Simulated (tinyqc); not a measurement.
A ladder of methods, and size consistency: correlation methods against full CI in the 6-311g basis, for H2, spin multiplicity 1. Computed by the program tinyqc with PySCF. Command: `OMP_NUM_THREADS=1 python tinyqc.py 112597 112598 out.jsonl`; one thread of a shared host (Intel(R) Xeon(R) Processor @ 2.60GHz), about 0.7 s.

Geometry (angstrom):
```
atom       x       y       z
H     0.0000  0.0000  0.0000
H     0.0000  0.0000  0.7470
```

RHF energy of one = -1.127874 hartree

All electrons correlated; +Q is the Davidson correction (1 - c0^2) E_corr. The last columns treat two copies 100 angstrom apart as one system. FCI is the lowest singlet.

Correlation energies (hartree):
```
method   E_corr of one  share of FCI (%)  E_corr of two at 100 angstrom  two minus twice one (mhartree)
MP2           -0.01794            70.024                       -0.03589                           0.000
CISD          -0.02562           100.000                       -0.05049                           0.762
CISD+Q        -0.02602           101.536                       -0.05196                           0.074
CCSD          -0.02562           100.000                       -0.05125                           0.000
CCSD(T)       -0.02562           100.000                       -0.05125                           0.000
FCI           -0.02562           100.000                              -                               -
```

MP2 recovers 70 %, CISD 100.0 % and CCSD 100.0 % of the FCI value (c0^2 = 0.985 in CISD). MP2 and coupled cluster are size consistent, so their last column vanishes; CISD loses 0.76 mhartree, since a double excitation on each copy is a quadruple of the pair, and the Davidson correction leaves +0.07. With two electrons, or one virtual orbital, CISD and CCSD are exact for one copy, so +Q overshoots there.
